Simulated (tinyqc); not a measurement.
# Series resistance and length offset from two lengths at two overdrives

Problem. In strong inversion R W = Rsd + k(x)(L - dL), k(x) = (1 + th1 x)/(mu0 Cox x), x the overdrive, Cox = eps0 eox/tox, with Rsd and dL independent of x. Find dL, Rsd, mu0 and th1.

Parameters, values chosen for the exercise: relative permittivity of the gate insulator (close to silicon dioxide) eox = 3.9; insulator thickness tox = 5.3 nm.

Constants: eps0 = 8.8541878128e-14 F/cm where lengths are in cm. Results are converted to the units shown.

total resistance times width (ohm um):
```
                  L = 0.07 um  L = 0.69 um
overdrive 0.45 V   1085.24662   9815.29126
overdrive 1.16 V   632.930064   5048.57068
```

Answer. At each overdrive R W is a straight line in L; the two lines cross at L = dL, R W = Rsd. Their slopes give k x = (1 + th1 x)/(mu0 Cox), a straight line in x.

dL = 0.005000 um
Rsd = 170.0 ohm um
mu0 = 300.0 cm^2/(V s)
th1 = 0.5300 1/V

Numbers from tinyqc (`OMP_NUM_THREADS=1 python tinyqc.py 2210114 2210115 out.jsonl`; about 0.01 s on one thread of a shared Intel Xeon 2.30GHz).
